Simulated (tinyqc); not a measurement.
Hydrogen passivation of interface dangling bonds: competing passivation and dissociation with distributed barriers: one step, computed by the program tinyqc.

P_b + H2 gives P_bH + H at the rate k_f [H2]; P_bH gives P_b + H at the rate k_d. All defects start unpassivated. E_f and E_d are Gaussian and independent.

Task: Distributed barriers. [H2] = solubility factor x p; a = k_f0 [H2] exp(-E_f/(k_B T)), d = k_d0 exp(-E_d/(k_B T)). For one pair of barriers the active share is y = [d + a exp(-(a + d) t)]/(a + d). Temperatures in kelvin are T(C) + 273.15. Average y over both Gaussians with 40 x 40 Gauss-Hermite points. Active density N0 y; threshold shift if each active defect holds one charge, e N0 y t_ox/(3.9 eps_0).

Inputs (values chosen for the exercise, close to those used for P_b centres at the silicon-oxide interface):

| quantity | value | unit |
|---|---|---|
| defect density N0 | 4.3e+12 | 1/cm^2 |
| passivation prefactor k_f0 | 2.4e-07 | cm^3/s |
| mean passivation barrier E_f | 1.52 | eV |
| spread sigma_f | 0.11 | eV |
| dissociation prefactor k_d0 | 5.1e+12 | 1/s |
| mean dissociation barrier E_d | 2.81 | eV |
| spread sigma_d | 0.092 | eV |
| H2 in the oxide per atm, solubility factor | 4.1e+17 | 1/(cm^3 atm) |
| hydrogen pressure p | 0.03 | atm |
| anneal temperature T | 250 | C |
| anneal time t | 340 | s |
| oxide thickness | 2.9 | nm |

Constants: k_B = 8.617333262e-05 eV/K; e = 1.602176634e-19 C; eps_0 = 8.8541878128e-12 F/m.

Give: active share y; active density; threshold shift.

Result:

active share y = 0.97415

active density = 4.1888e+12 1/cm^2

threshold shift = 563.62 mV
